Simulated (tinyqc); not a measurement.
All together: low-temperature mobility of a two-dimensional electron gas with static screening. Computed by tinyqc, a small Python program. Command: `OMP_NUM_THREADS=1 python tinyqc.py 3000028 3000029 out.jsonl twodeg walk`. One thread of a shared host (Intel(R) Xeon(R) Processor @ 2.30GHz), about 0.01 s of CPU time with the checks.

One subband is filled, the gas is degenerate and scatters at the Fermi circle; one permittivity serves on both sides of the interface. All formulas are in SI units, masses times m_0. Piezoelectric and polar phonons are left out, and n_s is taken as set by a gate, independent of N_i.

Inputs (values chosen for the exercise, modelled on a silicon inversion layer):
```
quantity,value,unit
in-plane mass m,0.188,m_0
mass across the layer m_z,0.944,m_0
permittivity eps,11.6,-
valley degeneracy g_v,2,-
sheet density n_s,7e+11,1/cm^2
depletion charge N_d,2.9e+11,1/cm^2
roughness height Delta,0.47,nm
correlation length Lambda,2.8,nm
remote charge density N_i,1.7e+12,1/cm^2
distance d of the charges from the interface,1.2,nm
density rho,2329,kg/m^3
sound velocity v_l,8960,m/s
deformation potential D_A,11,eV
temperature T,10,K
```

Wave function: Fang-Howard. Roughness spectrum: exponential.

Constants: m_0 = 9.1093837015e-31 kg; e = 1.602176634e-19 C; eps_0 = 8.8541878128e-12 F/m; hbar = 1.054571817e-34 J s; k_B = 1.380649e-23 J/K.

Method:
- k_F = sqrt(2 pi n_s/g_v); E_F = hbar^2 k_F^2/(2 m); q_TF = g_v m e^2/(2 pi eps eps_0 hbar^2); Fang-Howard parameter b = [12 m_z e^2 (N_d + 11 n_s/32)/(eps eps_0 hbar^2)]^(1/3), mean depth 3/b; effective field F = e (N_d + n_s/2)/(eps eps_0).
- Form factors with u = q/b: screening G(q) = [1 + 9u/8 + 3u^2/8]/(1 + u)^3, remote charge P(q) = exp(-q d)/(1 + u)^3. Dielectric function eps(q) = 1 + q_TF G(q)/q, with q = 2 k_F sin(theta/2).
- Roughness: <|U|^2> = (e F)^2 S(q), S = pi Delta^2 Lambda^2/(1 + q^2 Lambda^2/2)^(3/2).
- 1/tau_t = (m/(pi hbar^3)) int_0^pi (1 - cos theta) <|U|^2>/eps(q)^2 dtheta; the quantum rate 1/tau_q drops the factor (1 - cos theta); 200 Gauss-Legendre points in s with theta = pi s^2, s from 0 to 1; mu = e tau_t/m.
- Remote charges: <|U|^2> = N_i [e^2 P(q)/(2 eps eps_0 q)]^2.
- Unscreened deformation potential in equipartition: 1/tau = m D_A^2 k_B T I/(rho v_l^2 hbar^3), I = int |psi|^4 dz = 3 b/16 for the Fang-Howard function (used for both wave-function options); mu = e tau/m. Bloch-Grueneisen temperature T_BG = 2 hbar v_l k_F/k_B.
- At the Fermi circle the rates add, so 1/mu is the sum; sheet resistance 1/(n_s e mu); mean free path hbar k_F mu/e; the quantum time adds the rates 1/tau_q, with the isotropic acoustic rate e/(m mu).

roughness mobility = 120038 cm^2/(V s)

remote-charge mobility = 1733.93 cm^2/(V s)

acoustic mobility = 139030 cm^2/(V s)

k_F = 0.148294 1/nm

tau_q, roughness = 18.6623 ps

tau_q, charges = 0.108395 ps

Mobilities:
```
process,mu (cm^2/(V s)),share of 1/mu (%)
roughness,1.2004e+05,1.4066
remote charges,1733.9,97.379
acoustic phonons,1.3903e+05,1.2145
```

mobility mu = 1688.5 cm^2/(V s)

sheet resistance = 5280.7 ohm

mean free path = 16.481 nm

Dingle ratio tau_t/tau_q = 1.6869

What follows from these numbers?

The largest single share of 1/mu (97 %) belongs to remote charges: they are many or near enough that screening leaves their potential the strongest. The Dingle ratio of 1.69 marks mostly large-angle scattering. Caution: T is below the Bloch-Grueneisen temperature T_BG, so equipartition fails: the acoustic mobility is only a lower bound and the acoustic share of 1/mu is overstated. Caution: k_F l is below 5, so the Boltzmann picture is near its limit and localisation corrections matter.

Extremes, crossings and ranges named in words are read from the listed rows.
